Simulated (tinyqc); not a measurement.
Inside a calculation (part 2 of 2). Method: CCSD on RHF in the sto-3g basis, frozen core, for BeH2, spin multiplicity 1. Computed by tinyqc, a small Python program that keeps every step (integrals from PySCF). Command: `OMP_NUM_THREADS=1 python tinyqc.py 28817 28818 out.jsonl` (the two numbers bound the seeds that draw the settings). One thread of a shared host (Intel(R) Xeon(R) Processor @ 2.60GHz), about 0.4 s of CPU time with the checks.

Geometry (angstrom):
```
atom         x          y         z
Be    0.000000   0.000000  0.000000
H     0.000000   1.369000  0.034000
H     0.000000  -1.461000  0.037000
```

## CCSD: convergence

E_corr = 1/4 sum <ij||ab> t_ij^ab + 1/2 sum <ij||ab> t_i^a t_j^b; stop when the norm of the change is below 1e-8.

Course of the amplitude iterations:
```
update  correlation energy (hartree)  norm of the change
0                        -0.02510943                   -
1                        -0.03352707            8.08e-02
2                        -0.03652109            3.16e-02
3                        -0.03838281            1.35e-02
4                        -0.03836722            2.37e-03
5                        -0.03837547            4.89e-04
6                        -0.03837414            4.26e-05
7                        -0.03837392            1.52e-05
8                        -0.03837419            3.91e-06
9                        -0.03837427            8.11e-07
10                       -0.03837428            2.90e-07
11                       -0.03837428            1.31e-07
12                       -0.03837427            2.84e-08
13                       -0.03837427            5.72e-09
```

Converged amplitudes (spin orbitals 1a, 1b, ...; amplitudes related by a flip of all spins are not repeated; the 24 largest):
```
from      to          t
3a 3b  6a 6b  -0.091912
2a 2b  6a 6b  -0.062035
2a 2b  4a 4b  -0.051649
2a 2b  5a 5b  -0.051604
2a 3b  6a 7b   0.050418
3a 3b  7a 7b  -0.044219
2a 3b  6b 7a  -0.042557
2a 2b  7a 7b  -0.034886
3a 3b  6a 7b   0.023230
2a 2b  6a 7b  -0.021671
2a 3b  5a 5b  -0.011154
2a 3b  4a 4b  -0.011129
2a        6a   0.010955
2a 3a  6a 7a   0.007861
2a 3b  7a 7b   0.007064
2a 3b  6a 6b  -0.005306
3a 3b  4a 6b   0.004569
3a        7a   0.003542
2a 3b  4a 7b  -0.003111
3a 3b  4a 4b  -0.002950
3a 3b  5a 5b  -0.002705
3a        6a   0.002325
2a 3b  4b 7a   0.002315
2a        4a  -0.001910
```

CCSD total energy = -15.58711245 hartree

T1 diagnostic, norm of the one-spin t1 over sqrt(correlated electrons) = 0.005958

Converged in 13 updates, with DIIS from the third.
